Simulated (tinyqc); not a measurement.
# From one set of inputs to another, one input at a time

Model: equilibrium and kinetic segregation of a solute to boundaries and growing surfaces. Computed by tinyqc, a small Python program. Command: `OMP_NUM_THREADS=1 python tinyqc.py 3015870 3015871 out.jsonl segreg ladder`. One thread of a shared host (Intel(R) Xeon(R) Processor @ 2.30GHz), about 0.01 s of CPU time with the checks.

The inputs printed are set A. Inputs not listed in the table keep their values of set A, so the rows need not describe a real material.

Inputs (values chosen for the exercise, for a model alloy):
```
quantity                               value          unit
segregation energy Q                   0.299            eV
interaction z w (positive attracts)     0.24            eV
total solute fraction x0             0.00096             -
temperature T                            900             K
grain size d                             200            nm
boundary thickness delta                0.64            nm
exchange barrier E_b                    1.57            eV
surface segregation energy E_s          0.46            eV
growth temperature T_g                   660             K
growth rate                              2.7  monolayers/s
```

Isotherm: Fowler-Guggenheim.

Constants: k_B = 8.617333262e-05 eV/K.

Method:
- With theta the solute fraction on boundary sites and x that in the grains, theta/(1 - theta) = [x/(1 - x)] exp[(Q + z w theta)/(k_B T)].
- Finite grains: boundary sites are the fraction f = 3 delta/d, and x0 = (1 - f) x + f theta; solve both equations for theta; share at boundaries = f theta/x0.
- Two-state exchange during growth, dilute: jump up r_u = nu exp(-E_b/(k_B T_g)), jump back r_d = r_u exp(-E_s/(k_B T_g)), nu = 1e13 1/s. In the time 1/R of one monolayer the share carried up is p = [r_u/(r_u + r_d)] [1 - exp(-(r_u + r_d)/R)]; the tail decays as p^n, length -1/ln p monolayers; the equilibrium limit has p = r_u/(r_u + r_d).

Each row keeps all changes above it:
```
input moved                                  from      to  coverage theta  fraction x left in the grains  decay length (monolayers)
set A                                           -       -         0.03292                      0.0006503                      43.77
interaction z w (positive attracts) (eV)     0.24  -0.035         0.03047                      0.0006740                      43.77
boundary thickness delta (nm)                0.64    0.52         0.03221                      0.0007143                      43.77
growth rate (monolayers/s)                    2.7     1.7         0.03221                      0.0007143                     371.92
total solute fraction x0                  0.00096  0.0016         0.05251                      0.0011998                     371.92
segregation energy Q (eV)                   0.299   0.432         0.12906                      0.0005980                     371.92
growth temperature T_g (K)                    660     630         0.12906                      0.0005980                       4.54
temperature T (K)                             900    1325         0.05016                      0.0012182                       4.54
```

Where does the difference come from?

Coverage theta goes from 0.0329 to 0.0502, a factor 1.52 in all. The largest single move comes from temperature T (a factor 0.389), but it runs against the net change; the largest move in the direction of the net change is segregation energy Q (a factor 2.46). Fraction x left in the grains goes from 6.50e-4 to 0.00122, a factor 1.87 in all. The largest single move comes from temperature T (a factor 2.04), and segregation energy Q works against it (a factor 0.498). Decay length goes from 43.8 to 4.54, a factor 0.104 in all. The largest single move comes from growth temperature T_g (a factor 0.0122), and growth rate works against it (a factor 8.50). The single moves hold for this order of the switches; the total does not depend on the order.

Extremes, crossings and ranges named in words are read from the listed rows.
